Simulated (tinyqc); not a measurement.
Inside a calculation. Method: one-electron ion in a basis of Gaussians. Computed by tinyqc, a small Python program that keeps every step. Settings: Z = 1, l = 0. Command: `OMP_NUM_THREADS=1 python tinyqc.py 25843 25844 out.jsonl` (the two numbers bound the seeds that draw the settings). One thread of a shared host (Intel(R) Xeon(R) Processor @ 2.60GHz), about 0.01 s of CPU time with the checks.

## Matrices over normalised Gaussians

exponents of r^l exp(-a r^2) (1/bohr^2): 0.051600  0.238000

Z = 1

l = 0

With p = a_i + a_j and I(k) = Gamma((k+1)/2) / (2 p^((k+1)/2)): S = I(2l+2), T = (2l+3) a_i a_j S / p, V = -Z I(2l+1), each divided by sqrt(S_ii S_jj).

S:
```
          1         2
1  1.000000  0.669526
2  0.669526  1.000000
```

T (hartree):
```
          1         2
1  0.077400  0.085176
2  0.085176  0.357000
```

V (hartree):
```
           1          2
1  -0.362489  -0.406557
2  -0.406557  -0.778500
```

## Generalised eigenproblem

H = T + V (hartree):
```
           1          2
1  -0.285089  -0.321381
2  -0.321381  -0.421500
```

Solve H C = S C e through S^(-1/2); each column has its largest component positive (the first on a tie).

eigenvalues of S: 0.330474  1.669526

eigenvalues (hartree): -0.429442  -0.071239

coefficients:
```
          1          2
1  0.200462   1.331269
2  0.854638  -1.040219
```

For Z = 1 and l = 0 the exact lowest level is -Z^2/(2 n^2) with n = l + 1: -0.500000 hartree.
